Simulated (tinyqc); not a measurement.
Worked calculation: plane-wave Kohn-Sham cycle with exchange-only LDA in a layered model solid. One step of it, computed by the program tinyqc.

Task: Iteration 1: potential. V_H(G) = 4 pi rho(G)/G^2 for G != 0 (uniform background); v_x = -(3 rho/pi)^(1/3); V = V_ext + V_H + v_x; Fourier components f(G_m) = (1/N) sum_j f(x_j) exp(-i G_m x_j).

A solid whose potential varies along x alone (atomic units):
```
parameter                      value
period a                    8.000000
cross-section of the cell  12.000000
electrons per cell                 2
grid points                       16
plane waves -n..n, n               2
k points                           2
V1 in V1 cos(2 pi x/a)     -0.200000
```

density at the start, on the grid x_j = j a/N (e/bohr^3): 0.02083333  0.02083333  0.02083333  0.02083333  0.02083333  0.02083333  0.02083333  0.02083333  0.02083333  0.02083333  0.02083333  0.02083333  0.02083333  0.02083333  0.02083333  0.02083333

Give: Potentials on the grid; V(G_m), m = 0, 1, 2, ....

Result:

Potentials on the grid (hartree):
```
x       V_ext    V_H     v_x       V
0.000  -0.200  0.000  -0.271  -0.471
0.500  -0.185  0.000  -0.271  -0.456
1.000  -0.141  0.000  -0.271  -0.412
1.500  -0.077  0.000  -0.271  -0.347
2.000       0  0.000  -0.271  -0.271
2.500   0.077  0.000  -0.271  -0.194
3.000   0.141  0.000  -0.271  -0.130
3.500   0.185  0.000  -0.271  -0.086
4.000   0.200  0.000  -0.271  -0.071
4.500   0.185  0.000  -0.271  -0.086
5.000   0.141  0.000  -0.271  -0.130
5.500   0.077  0.000  -0.271  -0.194
6.000       0  0.000  -0.271  -0.271
6.500  -0.077  0.000  -0.271  -0.347
7.000  -0.141  0.000  -0.271  -0.412
7.500  -0.185  0.000  -0.271  -0.456
```

V(G_m), m = 0, 1, 2, ... (hartree): -0.271  -0.100  0.000  0.000  0.000
